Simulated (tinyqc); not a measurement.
Vacuum evaporation: vapour pressure, source flux, thickness distribution, purity and step coverage: one step, computed by the program tinyqc.

Molecular flow, unit sticking of the metal, no re-evaporation. The background gas is taken as water vapour (18.015 g/mol, collision diameter 0.37 nm) at 300 K.

Problem. Scattering and purity. Mean free path lambda = k_B T_g/(sqrt2 pi d^2 p); unscattered share exp(-h/lambda); gas arrival p/sqrt(2 pi m_g k_B T_g); impurity ratio = sticking x gas arrival/metal arrival; monolayer time = 1e15 cm^-2/(sticking x gas arrival).

Inputs (values chosen for the exercise, modelled on titanium, with constants for the liquid):

| quantity | value | unit |
|---|---|---|
| source temperature T | 1960 | K |
| source-to-wafer distance h | 47 | cm |
| background pressure p | 8e-05 | Pa |
| sticking of background gas | 0.8 | - |

arrival rate at the centre = 5.482537e+14 1/(cm^2 s)

Constants: k_B = 1.380649e-23 J/K; u = 1.6605390666e-27 kg.

Give: mean free path; unscattered share; gas arrival rate; impurity ratio; monolayer time.

Solution.

mean free path = 85.123 m

unscattered share = 0.99449

gas arrival rate = 2.8672e+14 1/(cm^2 s)

impurity ratio = 0.41837

monolayer time = 4.3597 s

The gas that sticks amounts to more than a tenth of the metal, although few metal atoms scatter on the way: purity, not the free path, sets the vacuum needed.
